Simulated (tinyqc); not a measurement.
# Transfer-length model of a contact, step by step

tinyqc, about 0.01 s, one thread, Intel Xeon 2.30GHz (shared host): `OMP_NUM_THREADS=1 python tinyqc.py 2760167 2760168 out.jsonl` Printed values are rounded.

A metal contact of length d and width W on a thin layer of the same width. The metal has no resistance, the sheet resistance under it equals Rsh, and current enters the layer at the front edge x = 0.

Values chosen for this exercise: contact length d = 0.023 um; contact width W = 0.36 um.

## Straight-line fit

```
gap  L (um)  R_T (ohm)
1     0.074     390.04
2      0.17     558.04
3      0.38     925.54
4      0.84     1730.5
```

Pairs of such contacts at gaps L have R_T = Rsh L/W + 2 Rc. The values of R_T were made from Rsh and rc and are treated as data. Least squares: slope = sum (L - mean L)(R_T - mean R_T)/sum (L - mean L)^2, intercept = mean R_T - slope mean L. Rsh = slope W, Rc = intercept/2, and A = Rc/slope is half the distance from the origin to the zero of the line.

slope = 1749.946 ohm/um
intercept = 260.5499 ohm
Rsh = 629.9804 ohm/sq
Rc = 130.2750 ohm
A = 0.07444515 um

## Iteration 1: transfer length

Lt at the start = 0.07444515 um

A = Lt coth(d/Lt) is solved for Lt, starting from Lt = A. Lt(new) = A tanh(d/Lt).

Lt after iteration 1 = 0.02229511 um

## Iteration 2: transfer length

As before.

Lt after iteration 2 = 0.05766192 um

## Course of the iteration

Stop when Lt changes by less than 1e-9 of itself, or after 40 iterations.

Course of the iteration:
```
iteration     Lt (um)  relative change
1          0.02229511            0.701
2          0.05766192             1.59
3          0.02821378            0.511
4          0.05006074            0.774
5          0.03198381            0.361
6          0.04588502            0.435
7          0.03447569            0.249
8          0.04340846            0.259
9          0.03612576            0.168
...               ...              ...
32         0.03926113          1.18e-3
33         0.03922392          9.48e-4
34         0.03925380          7.62e-4
35         0.03922980          6.11e-4
36         0.03924907          4.91e-4
37         0.03923360          3.94e-4
38         0.03924602          3.17e-4
39         0.03923604          2.54e-4
40         0.03924406          2.04e-4
```

Not converged within 40 iterations: the values swing above and below the root and close in slowly. The plain step multiplies the error by -2x/sinh(2x) = -0.80 with x = d/Lt = 0.59, which nears -1 for a contact short against Lt. A rerun with Newton steps converges in 5 iterations, to 0.039240 um.
